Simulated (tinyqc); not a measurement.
# p-n diode, drift-diffusion by the Gummel loop with Scharfetter-Gummel fluxes: two studies

Abrupt junction at x = 0, p side from -Lp, n side to Ln, ohmic contacts. psi is counted from the intrinsic level; n = ni exp((psi - phin)/Vt), p = ni exp((phip - psi)/Vt). Contacts: p side psi = V - Vt ln(Na/ni), p = Na, n = ni^2/Na; n side psi = Vt ln(Nd/ni), n = Nd, p = ni^2/Nd. Constant mobilities, D = mu Vt, Boltzmann statistics, SRH recombination through a mid-gap level, U = (n p - ni^2)/(tp (n + ni) + tn (p + ni)). Current is positive from the p contact to the n contact.

Parameters, values chosen for the exercise; band and dielectric values close to those of silicon: temperature T = 300 K; band gap Eg = 1.1 eV; relative permittivity eps_r = 11.7; conduction-band density of states at T Nc = 2.76e19 cm^-3; valence-band density of states at T Nv = 2.64e19 cm^-3; acceptor density of the p side Na = 9.3e15 cm^-3; donor density of the n side Nd = 1.2e16 cm^-3; electron mobility mun = 1000 cm^2/(V s); hole mobility mup = 360 cm^2/(V s); SRH lifetime of electrons tn = 1e-9 s; SRH lifetime of holes tp = 6e-9 s; length of the p side Lp = 2.3 um; length of the n side Ln = 1 um; uniform generation rate G = 0 cm^-3 s^-1.

Constants: q = 1.602176634e-19 C, kB = 1.380649e-23 J/K, Vt = kB T/q, eps0 = 8.8541878128e-14 F/cm where lengths are in cm. Results are converted to the units shown.

Each table varies one quantity; the others keep the values above.

## Current against voltage in the dark

ni = sqrt(Nc Nv) exp(-Eg/(2 Vt)), Eg in volts. Poisson and both continuity equations are solved self-consistently with Scharfetter-Gummel fluxes on a graded mesh of 500 nodes. J_scr is q times the integral of U between -xp and xn. Ideal diffusion current J_id = q ni^2 [Dn coth(wp/Le)/(Le Na) + Dp coth(wn/Lh)/(Lh Nd)] (exp(V/Vt) - 1), Le = sqrt(Dn tn), Lh = sqrt(Dp tp), wp = Lp - xp, wn = Ln - xn, with xp and xn from the depletion approximation (W = sqrt(2 eps0 eps_r (Vbi - V)(1/Na + 1/Nd)/q), xp = W Nd/(Na + Nd), xn = W Na/(Na + Nd), Vbi = Vt ln(Na Nd/ni^2)). Ideality factor = 0.004 V/(Vt ln[J(V + 0.004 V)/J(V)]). Here G = 0.

In this table G = 0 cm^-3 s^-1.

Results:
```
V (V),J (A/cm^2),ideality factor,J_scr/J (%),J_id (A/cm^2),share recombining at the contacts (%),larger minority/doping at -xp and xn
0.14,2.36e-5,1.76,98.9,2.57e-7,0.698,9.96e-10
0.25,2.61e-4,1.72,93.1,1.81e-5,4.40,6.93e-8
0.3,8.27e-4,1.61,85.0,1.24e-4,9.49,4.75e-7
0.36,0.00384,1.40,67.3,0.00126,20.6,4.79e-6
0.41,0.0165,1.24,47.7,0.00868,32.7,3.27e-5
0.47,0.118,1.12,26.3,0.0879,45.8,3.26e-4
0.52,0.693,1.07,14.3,0.604,53.0,0.00218
0.58,5.96,1.11,5.98,6.11,59.0,0.0197
```

Estimate the missing row, V = 0.19 V.

Computed row:
```
V (V),J (A/cm^2),ideality factor,J_scr/J (%),J_id (A/cm^2),share recombining at the contacts (%),larger minority/doping at -xp and xn
0.19,7.00e-5,1.79,97.5,1.78e-6,1.62,6.85e-9
```

With this row back in the table: J rises from 2.36e-5 to 5.96 A/cm^2; the ideality factor moves up and down between 1.07 and 1.79. Recombination in the depleted layer carries over half of the current up to V = 0.36 V, where the factor is 1.40; it grows roughly as exp(V/2 Vt), so diffusion overtakes it. Where the factor is lowest (V = 0.52 V), J is 15 % above the ideal diffusion current.

## Effect of the SRH lifetime of electrons at fixed bias

Same model as above.

In this table V = 0.46 V.

Results:
```
tn (s),J (A/cm^2),ideality factor,J_scr/J (%),J_id (A/cm^2),share recombining at the contacts (%),larger minority/doping at -xp and xn
1e-11,0.627,1.36,48.6,0.376,2.72,1.73e-4
1e-10,0.223,1.21,41.9,0.132,9.09,2.11e-4
1e-9,0.0840,1.13,29.4,0.0597,43.9,2.22e-4
1e-8,0.0535,1.06,13.1,0.0469,80.0,2.24e-4
1e-7,0.0474,1.03,4.95,0.0455,91.8,2.25e-4
1e-5,0.0451,1.01,0.601,0.0453,96.8,2.25e-4
```

Estimate the missing row, tn = 1e-6 s.

Computed row:
```
tn (s),J (A/cm^2),ideality factor,J_scr/J (%),J_id (A/cm^2),share recombining at the contacts (%),larger minority/doping at -xp and xn
1e-6,0.0458,1.01,1.89,0.0454,95.2,2.25e-4
```

With this row back in the table: As tn rises from 1e-11 to 1e-5, J falls from 0.627 to 0.0451 A/cm^2, the share of the depleted layer falls from 48.6 to 0.601 % and the share lost at the contacts rises from 2.72 to 96.8 %. The exponent d ln J/d ln tn is -0.45 between the first two rows and -0.01 between the last two. J less J_scr is 1.2 % below J_id in the last row.

Program tinyqc, `OMP_NUM_THREADS=1 python tinyqc.py 2240060 2240061 out.jsonl`; Intel Xeon 2.30GHz, shared host, one thread, about 0.1 s.
